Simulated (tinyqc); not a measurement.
CIS on RHF in the sto-6g basis, for H3-, spin multiplicity 1, step by step. The basis has no diffuse functions, so it cannot describe the extra electron: this is an exercise in the method, not the real anion. One step of it, computed by the program tinyqc.

Problem. CIS matrix, singlets. A(ia,jb) = (e_a - e_i) d_ij d_ab + 2 (ia|jb) - (ij|ab).

orbital energies (hartree): [-0.132453, 0.540502, 0.858251]

Two-electron integrals over orbitals (pq|rs), unique and non-zero (hartree):
```
(11|11) 0.585593    (21|11) -0.000231   (21|21) 0.122067    (22|11) 0.540787
(22|21) 0.000647    (22|22) 0.648679    (31|11) 0.033475    (31|21) 0.000078
(31|22) -0.102118   (31|31) 0.159609    (32|11) 0.000115    (32|21) -0.102162
(32|22) -0.000331   (32|31) -0.000450   (32|32) 0.099284    (33|11) 0.578425
(33|21) -0.000496   (33|22) 0.517613    (33|31) 0.069063    (33|32) 0.000272
(33|33) 0.611144
```

Give: CIS matrix A, singlet.

Solution.

CIS matrix A, singlet (hartree), order 1>3, 2>3:
```
[[0.731, 0.000],
 [0.000, -0.001]]
```
